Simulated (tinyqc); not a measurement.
Worked calculation: Hueckel theory of the pi electrons with the omega technique, for the molecule Oc1cccc(-c2ccccc2)c1 (SMILES; centres numbered as the heavy atoms are written). One step of it, computed by the program tinyqc.

Problem. Energy, charges, bond orders. E = sum n x; q_r = z_r - P_rr; bond order p = P_rs; free valence = sqrt(3) - sum of p over the bonds of the atom.

final x values: 2.367610  2.124326  1.735363  1.265639  0.999488  0.847317  0.680238  -0.716597  -1.000512  -1.053438  -1.337774  -1.911685  -2.289975

occupations: 2.000000  2.000000  2.000000  2.000000  2.000000  2.000000  2.000000  0.000000  0.000000  0.000000  0.000000  0.000000  0.000000

final P, lower triangle:
```
            1O         2C         3C         4C         5C         6C         7C         8C
1O    1.941826
2C    0.241752   0.977689
3C   -0.143308   0.640483   1.024037
4C   -0.024633   0.005918   0.664048   1.005219
5C    0.104004  -0.313727  -0.025395   0.674211   1.018048
6C   -0.021751   0.005529  -0.303413  -0.003918   0.616635   1.004924
7C    0.009608  -0.039537  -0.003128  -0.041761   0.002325   0.369359   0.999976
8C    0.004741  -0.001407   0.111095   0.001667  -0.144539  -0.002419   0.618845   1.000813
9C   -0.002263   0.007855   0.000807   0.008309  -0.000585  -0.041296   0.000048   0.676594
10C  -0.002930   0.000888  -0.094950  -0.001487   0.111563   0.002248  -0.306953  -0.000959
11C  -0.002263   0.007855   0.000807   0.008309  -0.000585  -0.041296   0.000048  -0.323406
12C   0.004741  -0.001407   0.111095   0.001667  -0.144539  -0.002419   0.618845   0.001113
13C  -0.148088   0.656245   0.035933  -0.319227  -0.027459   0.622339  -0.000387  -0.146253

            9C        10C       11C        12C       13C
9C    1.000212
10C   0.660141   1.000736
11C  -0.000088   0.660141  1.000212
12C  -0.323406  -0.000959  0.676594   1.000813
13C   0.000171   0.112807  0.000171  -0.146253  1.025496
```

Centres:
```
centre  z_r, pi electrons of the neutral centre         h
1O                                            2  1.710000
2C                                            1  0.000000
3C                                            1  0.000000
4C                                            1  0.000000
5C                                            1  0.000000
6C                                            1  0.000000
7C                                            1  0.000000
8C                                            1  0.000000
9C                                            1  0.000000
10C                                           1  0.000000
11C                                           1  0.000000
12C                                           1  0.000000
13C                                           1  0.000000
```

Bonds:
```
i    j         k
1    2  0.740000
2    3         1
3    4         1
4    5         1
5    6         1
6    7         1
7    8         1
8    9         1
9   10         1
10  11         1
11  12         1
6   13         1
13   2         1
12   7         1
```

Give: pi energy = 14 alpha + this times beta; pi charges; Bond orders and lengths from R = 1.517 - 0.180 p; free valence of the carbons; gap between the highest filled and the next level.

Solution.

pi energy = 14 alpha + this times beta = 20.040

pi charges: 1O 0.058, 2C 0.022, 3C -0.024, 4C -0.005, 5C -0.018, 6C -0.005, 7C 0.000, 8C -0.001, 9C 0.000, 10C -0.001, 11C 0.000, 12C -0.001, 13C -0.025

Bond orders and lengths from R = 1.517 - 0.180 p (angstrom, C-C alone):
```
bond       p      R
1-2    0.242      -
2-3    0.640  1.402
3-4    0.664  1.397
4-5    0.674  1.396
5-6    0.617  1.406
6-7    0.369  1.451
7-8    0.619  1.406
8-9    0.677  1.395
9-10   0.660  1.398
10-11  0.660  1.398
11-12  0.677  1.395
6-13   0.622  1.405
13-2   0.656  1.399
12-7   0.619  1.406
```

free valence of the carbons: 2C 0.194, 3C 0.428, 4C 0.394, 5C 0.441, 6C 0.124, 7C 0.125, 8C 0.437, 9C 0.395, 10C 0.412, 11C 0.395, 12C 0.437, 13C 0.453

gap between the highest filled and the next level = 1.397 |beta|
